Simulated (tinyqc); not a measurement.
# Worked calculation: capacitance measurement on a leaky thin oxide: effects of series resistance and leakage

Numbers from tinyqc (`OMP_NUM_THREADS=1 python tinyqc.py 2022136 2022137 out.jsonl`; about 0.01 s on one thread of a shared Intel Xeon 2.30GHz). Printed values are rounded.

The device is a capacitance C in parallel with a leakage conductance G, in series with Rs and Ls. An impedance meter reports either a parallel pair (Cp, Gp) from Y = 1/Z = Gp + i w Cp or a series pair (Cs, Rm) from Z = Rm + 1/(i w Cs); w = 2 pi f, dissipation D = Gp/(w |Cp|).

Values chosen for this exercise; values of the order met in thin-oxide MOS capacitors:
```
symbol    value    unit                                                                 meaning
eox          25          relative permittivity of the gate insulator (close to zirconium oxide)
tox         7.8      nm                                                     insulator thickness
A           100    um^2                                                               gate area
zc         0.36      nm              oxide-equivalent thickness added by the accumulation layer
zp          0.1      nm                      oxide-equivalent thickness added by gate depletion
Jg      0.00084  A/cm^2              gate leakage current density, not matched to the thickness
Vs         0.39       V                               voltage for an e-fold rise of the leakage
Rs          7.5     ohm                                                       series resistance
Ls            0      nH                                                       series inductance
f         50000      Hz                                                     measuring frequency
```

Constants: eps0 = 8.8541878128e-14 F/cm where lengths are in cm. Results are converted to the units shown.

## True capacitance and conductance

EOT = 3.9 tox/eox; CET = EOT + zc + zp; C = 3.9 eps0 A/CET; G = Jg A/Vs.

EOT = 1.216800 nm
CET = 1.676800 nm
C = 2.059359 pF
G = 0.002153846 uS

## What the meter reports

Z = Rs + i w Ls + 1/(G + i w C).

Z = (0.005153-1.545657i) x 1e6 ohm
Cp = 2.059359 pF
Gp = 0.002156985 uS
Cs = 2.059382 pF
D = 0.003333997

Cp is within 0.01 % of C and Cs is within 0.01 % of it; G Rs = 1.62e-8, w C Rs = 4.85e-6 and G/(w C) = 0.00333.
